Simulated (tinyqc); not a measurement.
Ferroelectric with a first-order transition, Landau-Devonshire energy: two steps of the calculation.

One domain with free energy u = al P^2 + be P^4 + ga P^6 - E P, al = a0 (T - T0), be < 0 < ga (P in uC/cm^2, E in kV/cm, u in mJ/cm^3). Equilibrium: E = 2 al P + 4 be P^3 + 6 ga P^5; a state is stable against small changes where dE/dP > 0. The coercive field is that of uniform switching, which real films, switching by domains, do not reach.

Inputs (values chosen for the exercise): slope of the quadratic coefficient a0 = 0.014 kV cm/(uC K); Curie-Weiss temperature T0 = 381 K; quartic coefficient be = -0.00021 kV cm^5/uC^3; sixth-order coefficient ga = 8.4e-8 kV cm^9/uC^5; temperature T = 361 K.

Constants: eps0 = 8.8541878128e-14 F/cm where lengths are in cm. Results are converted to the units shown.

Problem 1. Spontaneous polarisation, coercive field and susceptibility. Ps^2 = [-be + sqrt(be^2 - 3 al ga)]/(3 ga); Pc^2 = [-3 be + sqrt(9 be^2 - 15 al ga)]/(15 ga), Ec = -E(Pc); susceptibility chi = 1/(eps0 dE/dP).

Wanted: al; Ps; u(Ps) at E = 0; Pc; Ec; chi at Ps.

Solution 1.

al = -0.28000 kV cm/uC
Ps = 46.659 uC/cm^2
u(Ps) at E = 0 = -738.15 mJ/cm^3
Pc = 34.456 uC/cm^2
Ec = 29.180 kV/cm
chi at Ps = 1915.1

Problem 2. Transition temperatures. TC = T0 + be^2/(4 a0 ga), where u(Ps) = u(0); T1 = T0 + be^2/(3 a0 ga), where the polar minimum disappears. At TC the polarisation jumps from sqrt(-be/(2 ga)) to zero, with latent heat TC a0 Ps^2.

Wanted: TC; T1; jump of P; latent heat.

Solution 2.

TC = 390.38 K
T1 = 393.50 K
jump of P = 35.355 uC/cm^2
latent heat = 6.8316 J/cm^3

Thermal hysteresis can span T0 to T1, 12.5 K.

Computed by the program tinyqc: `OMP_NUM_THREADS=1 python tinyqc.py 2860004 2860005 out.jsonl`, one thread of a shared Intel Xeon 2.30GHz, about 0.01 s for the whole run.
